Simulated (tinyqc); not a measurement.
Tight binding, dimerised chain, step by step. One step of it, computed by the program tinyqc.

Question. Levels at k. Diagonalise the Hermitian matrix.

H(k) at k (eV):
```
                     A                    B
A             0.000000  -1.389837+1.586862i
B  -1.389837-1.586862i             0.000000
```

Give: eigenvalues; weights |c|^2 of the basis functions.

Answer.

eigenvalues (eV): -2.109  2.109

weights |c|^2 of the basis functions:
```
   band 1  band 2
A   0.500   0.500
B   0.500   0.500
```
